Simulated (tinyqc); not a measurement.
Global model of a low-pressure process discharge: electron temperature, density, ion flux and ion energy: one step, computed by the program tinyqc. Command: `OMP_NUM_THREADS=1 python tinyqc.py 3113959 3113960 out.jsonl plasma walk`. One thread of a shared host (Intel(R) Xeon(R) Processor @ 2.30GHz), about 0.01 s of CPU time with the checks.

Maxwellian electrons with temperature T_e in eV, one positive ion, no negative ions, uniform bulk density n; rate constants have the Arrhenius form.

Question. Biased electrode. All bias power goes to ions: V_b = P_b/(J pi r^2). Debye length at the sheath edge lambda_D = sqrt(eps_0 T_e/(e h_L n)); Child-law sheath s = (sqrt2/3) lambda_D (2 V/T_e)^(3/4), V = V_b + V_s; ion transit time tau_i = 3 s sqrt(M/(2 e V)); collisions in the sheath s/lambda_i.

Inputs (values chosen for the exercise, of the order of those of an inductive discharge in a simple atomic gas):
```
quantity                        value  unit
ion mass M                         40     u
gas temperature T_g               500     K
bias power P_b                    280     W
radius of the biased electrode      5    cm
bias frequency                  13.56   MHz
```

ion current density J = 11.45526 mA/cm^2

T_e = 3.332629 eV

h_L = 0.2503996

plasma density n = 1.007087e+12 1/cm^3

wall potential V_s = 15.59534 V

ion mean free path = 1.136898 cm

Constants: eps_0 = 8.8541878128e-12 F/m; e = 1.602176634e-19 C; u = 1.6605390666e-27 kg.

Give: bias voltage V_b; lambda_D; sheath width s; ion transit time; transit time over bias period; s/lambda_i.

Answer.

bias voltage V_b = 311.2 V

lambda_D = 27.02 micrometre

sheath width s = 0.6677 mm

ion transit time = 50.45 ns

transit time over bias period = 0.6840

s/lambda_i = 0.05873

The sheath is nearly free of collisions.
